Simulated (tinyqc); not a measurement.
# Schottky barrier on an n-type semiconductor, non-linear Poisson equation by Newton steps: effect of the relative permittivity

One dimension, metal at x = 0, donor density C(x) = Nd, uniform. Energies are counted from the electron Fermi level of the semiconductor and the conduction-band edge is Ec = -psi, so n = Nc exp(psi/Vt); holes follow the Fermi level of the metal, at -V, so p = Nv exp((V - psi - Eg)/Vt). Ends: psi(0) = V - phiB and psi = Vt ln(Nd/Nc) deep inside. Boltzmann statistics, full ionisation, no current, no image force in the Poisson equation.

First integral for uniform doping: E_0^2 = (2 q/(eps0 eps_r)) [Nd (U - Vt + Vt exp(-U/Vt)) + Vt p_0], U = Vbi - V, Vbi = phiB - Vt ln(Nc/Nd), p_0 = Nv exp((phiB - Eg)/Vt) (deep holes neglected). Image-force lowering dphi = sqrt(q E_0/(4 pi eps0 eps_r)), at x_m = sqrt(q/(16 pi eps0 eps_r E_0)). W = sqrt(2 eps0 eps_r U/(q Nd)).

Values chosen for this exercise; band and dielectric values close to those of silicon:

| symbol | value | unit | meaning |
|---|---|---|---|
| T | 300 | K | temperature |
| Eg | 1.11 | eV | band gap |
| Nc | 2.84e19 | cm^-3 | conduction-band density of states at T |
| Nv | 2.67e19 | cm^-3 | valence-band density of states at T |
| Nd | 1.8e18 | cm^-3 | donor density deep in the semiconductor |
| phiB | 0.46 | eV | barrier height |
| V | -2.9 | V | bias of the metal against the semiconductor |

Constants: q = 1.602176634e-19 C, kB = 1.380649e-23 J/K, Vt = kB T/q, eps0 = 8.8541878128e-14 F/cm where lengths are in cm. Results are converted to the units shown.

The same in every row: Vbi (V) = 0.3887; p_0/Nd = 1.785e-10.

Effect of the relative permittivity:
```
eps_r,W (nm),E_0 (kV/cm),dphi (mV),exp(dphi/Vt)
6,34.81,1882,212.5,3719
8,40.19,1630,171.3,754.2
10,44.94,1458,144.9,271.7
12,49.23,1331,126.4,132.7
14,53.17,1232,112.6,77.84
16,56.84,1153,101.8,51.40
18,60.29,1087,93.24,36.84
20,63.55,1031,86.15,28.01
```

What does the table show?

As eps_r goes from 6 to 20, the surface field falls from 1880 to 1030 kV/cm, the lowering falls from 213 to 86.2 mV and W rises from 34.8 to 63.6 nm. Over the table the lowering goes as eps_r^(-0.75); the depletion formulas give -3/4. In every row the field exceeds 600 kV/cm, where tunnelling through the top of the barrier adds to any current.

Program tinyqc, `OMP_NUM_THREADS=1 python tinyqc.py 2020058 2020059 out.jsonl`; Intel Xeon 2.30GHz, shared host, one thread, about 0.04 s.
